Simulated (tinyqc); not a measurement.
Metal gate on a two-layer dielectric stack with fixed charge and a dipole: two steps of the calculation.

Gate, layer 2, layer 1, p-type semiconductor; x runs from the gate inwards. Charges are counted in units of +q. psi is the band bending at the surface, positive towards inversion. Classical charge, Boltzmann statistics, no interface traps.

Values chosen for this exercise; band and dielectric values close to those of silicon, layer 1 close to silicon dioxide, layer 2 close to hafnium oxide:
```
symbol    value   unit                                               meaning
T           250      K                                           temperature
Eg         1.12     eV                                              band gap
eps_r      11.6                                        relative permittivity
Nc      2.11e19  cm^-3                conduction-band density of states at T
Nv      2.01e19  cm^-3                   valence-band density of states at T
chi        4.08     eV                                     electron affinity
Na       5.4e17  cm^-3                                      acceptor density
pM         4.75     eV                       work function of the gate metal
t1          1.2     nm       thickness of layer 1, next to the semiconductor
e1         3.83                             relative permittivity of layer 1
t2            5     nm                thickness of layer 2, next to the gate
e2         22.9                             relative permittivity of layer 2
Q1       1.8e12  cm^-2           fixed charge at the semiconductor interface
Q2       4.4e11  cm^-2                       fixed charge between the layers
r1            0  cm^-3                     uniform charge density in layer 1
r2            0  cm^-3                     uniform charge density in layer 2
Vd         0.25      V  flat-band shift by a dipole layer between the layers
ps        1.045      V                 band bending psi of the working point
```

Constants: q = 1.602176634e-19 C, kB = 1.380649e-23 J/K, Vt = kB T/q, eps0 = 8.8541878128e-14 F/cm where lengths are in cm. Results are converted to the units shown.

Task 1. Threshold voltage. ni = sqrt(Nc Nv) exp(-Eg/(2 Vt)), Eg in volts, pB = Vt ln(Na/ni), Vth = Vfb + 2 pB + sqrt(4 q eps0 eps_r Na pB)/Cox.

Vfb = -0.31263083 V
Cox = 1.6653962 uF/cm^2

Wanted: ni; pB; depletion charge; Vth.

Result 1.

ni = 1.058e8 cm^-3
pB = 0.4816 V
depletion charge = 0.4137 uC/cm^2
Vth = 0.8989 V

Task 2. Fields and voltage drops. EOT = 3.9 (t1/e1 + t2/e2), Cox = eps0/(t1/e1 + t2/e2); phi_ms = pM - (chi + Eg - Vt ln(Nv/Na)).

Gauss: D = -Qs just inside the semiconductor; going towards the gate subtract q Q1, then q r1 t1, q Q2 and q r2 t2. Field = D/(eps0 e); the drop over a layer is its mean field times its thickness; Vg = phi_ms + Vd + psi + both drops.

Qs = -0.59431634 uC/cm^2

Wanted: D; field; drop over layer 2; drop over layer 1; Vg.

Result 2.

D, place layer 2, gate side to semiconductor surface (uC/cm^2): [0.2354, 0.2354, 0.3059, 0.3059, 0.5943]
field, place layer 2, gate side to semiconductor surface (MV/cm): [0.1161, 0.1161, 0.9021, 0.9021, 0.5786]
drop over layer 2 = 0.05806 V
drop over layer 1 = 0.1083 V
Vg = 1.089 V

The same Vg follows from Vfb + psi - Qs/Cox. The largest field, 0.902 MV/cm in size, is at: layer 1, outer side.

Range of the model: At the working point ps the carrier density at the surface is 1.1 times the band density of states, where degeneracy and quantisation, left out here, matter.

tinyqc, about 0.01 s, one thread, Intel Xeon 2.30GHz (shared host): `OMP_NUM_THREADS=1 python tinyqc.py 2010168 2010169 out.jsonl`
